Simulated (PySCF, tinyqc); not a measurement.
Inside a calculation. Method: CCD on RHF in the 6-31g basis, for H4, spin multiplicity 1. The lowest restricted solution is unstable here: a spin-polarised one lies 0.0768 hartree lower (PySCF). One step of it, computed by the program tinyqc.

Question. Iteration 8 (converged): orbitals. Diagonalise F' = X^T F X, C = X C', fill 2 alpha and 2 beta electrons from the bottom; D = 2 C_occ C_occ^T. Each column has its largest component positive (the first on a tie).

converged F (hartree):
```
           1H 1s      1H 2s      2H 1s      2H 2s      3H 1s      3H 2s      4H 1s      4H 2s
1H 1s   0.044441  -0.458367  -0.377866  -0.413874  -0.219497  -0.306250  -0.118036  -0.254471
1H 2s  -0.458367  -0.406089  -0.413874  -0.436138  -0.306250  -0.365217  -0.254471  -0.364101
2H 1s  -0.377866  -0.413874   0.044441  -0.458367  -0.118036  -0.254471  -0.219497  -0.306250
2H 2s  -0.413874  -0.436138  -0.458367  -0.406089  -0.254471  -0.364101  -0.306250  -0.365217
3H 1s  -0.219497  -0.306250  -0.118036  -0.254471   0.044441  -0.458367  -0.377866  -0.413874
3H 2s  -0.306250  -0.365217  -0.254471  -0.364101  -0.458367  -0.406089  -0.413874  -0.436138
4H 1s  -0.118036  -0.254471  -0.219497  -0.306250  -0.377866  -0.413874   0.044441  -0.458367
4H 2s  -0.254471  -0.364101  -0.306250  -0.365217  -0.413874  -0.436138  -0.458367  -0.406089
```

X:
```
           1H 1s      1H 2s      2H 1s      2H 2s      3H 1s      3H 2s      4H 1s      4H 2s
1H 1s   1.264728  -0.533297  -0.006205   0.017315   0.003184   0.015880   0.034060   0.000909
1H 2s  -0.533297   1.999033   0.017315  -0.734176   0.015880  -0.706528   0.000909   0.269958
2H 1s  -0.006205   0.017315   1.264728  -0.533297   0.034060   0.000909   0.003184   0.015880
2H 2s   0.017315  -0.734176  -0.533297   1.999033   0.000909   0.269958   0.015880  -0.706528
3H 1s   0.003184   0.015880   0.034060   0.000909   1.264728  -0.533297  -0.006205   0.017315
3H 2s   0.015880  -0.706528   0.000909   0.269958  -0.533297   1.999033   0.017315  -0.734176
4H 1s   0.034060   0.000909   0.003184   0.015880  -0.006205   0.017315   1.264728  -0.533297
4H 2s   0.000909   0.269958   0.015880  -0.706528   0.017315  -0.734176  -0.533297   1.999033
```

Give: F' = X^T F X; orbital energies; coefficients C; D after iteration 8.

Answer.

F' = X^T F X (hartree):
```
         1        2        3        4        5        6        7        8
1   0.5579  -0.5846  -0.2003  -0.1390  -0.0753  -0.0598   0.0534  -0.0278
2  -0.5846   0.2768  -0.1390  -0.1874  -0.0598  -0.1257  -0.0278  -0.0240
3  -0.2003  -0.1390   0.5579  -0.5846   0.0534  -0.0278  -0.0753  -0.0598
4  -0.1390  -0.1874  -0.5846   0.2768  -0.0278  -0.0240  -0.0598  -0.1257
5  -0.0753  -0.0598   0.0534  -0.0278   0.5579  -0.5846  -0.2003  -0.1390
6  -0.0598  -0.1257  -0.0278  -0.0240  -0.5846   0.2768  -0.1390  -0.1874
7   0.0534  -0.0278  -0.0753  -0.0598  -0.2003  -0.1390   0.5579  -0.5846
8  -0.0278  -0.0240  -0.0598  -0.1257  -0.1390  -0.1874  -0.5846   0.2768
```

orbital energies (hartree): MO1 -0.6974, MO2 -0.3307, MO3 0.0001, MO4 0.2828, MO5 0.9492, MO6 0.9727, MO7 0.9920, MO8 1.1699

coefficients C:
```
          MO1      MO2      MO3      MO4      MO5      MO6      MO7      MO8
1H 1s  0.2038   0.2090   0.1614   0.1343  -0.6326   0.6637  -0.6558  -0.6969
1H 2s  0.1716   0.4559   0.5378   1.3709   0.7660  -0.4521   0.7443   1.2811
2H 1s  0.2038   0.2090  -0.1614  -0.1343  -0.6326   0.6637   0.6558   0.6969
2H 2s  0.1716   0.4559  -0.5378  -1.3709   0.7660  -0.4521  -0.7443  -1.2811
3H 1s  0.2038  -0.2090   0.1614  -0.1343   0.6326   0.6637  -0.6558   0.6969
3H 2s  0.1716  -0.4559   0.5378  -1.3709  -0.7660  -0.4521   0.7443  -1.2811
4H 1s  0.2038  -0.2090  -0.1614   0.1343   0.6326   0.6637   0.6558  -0.6969
4H 2s  0.1716  -0.4559  -0.5378   1.3709  -0.7660  -0.4521  -0.7443   1.2811
```

D after iteration 8:
```
         1H 1s    1H 2s    2H 1s    2H 2s    3H 1s    3H 2s    4H 1s    4H 2s
1H 1s   0.1705   0.2605   0.1705   0.2605  -0.0043  -0.1206  -0.0043  -0.1206
1H 2s   0.2605   0.4746   0.2605   0.4746  -0.1206  -0.3569  -0.1206  -0.3569
2H 1s   0.1705   0.2605   0.1705   0.2605  -0.0043  -0.1206  -0.0043  -0.1206
2H 2s   0.2605   0.4746   0.2605   0.4746  -0.1206  -0.3569  -0.1206  -0.3569
3H 1s  -0.0043  -0.1206  -0.0043  -0.1206   0.1705   0.2605   0.1705   0.2605
3H 2s  -0.1206  -0.3569  -0.1206  -0.3569   0.2605   0.4746   0.2605   0.4746
4H 1s  -0.0043  -0.1206  -0.0043  -0.1206   0.1705   0.2605   0.1705   0.2605
4H 2s  -0.1206  -0.3569  -0.1206  -0.3569   0.2605   0.4746   0.2605   0.4746
```
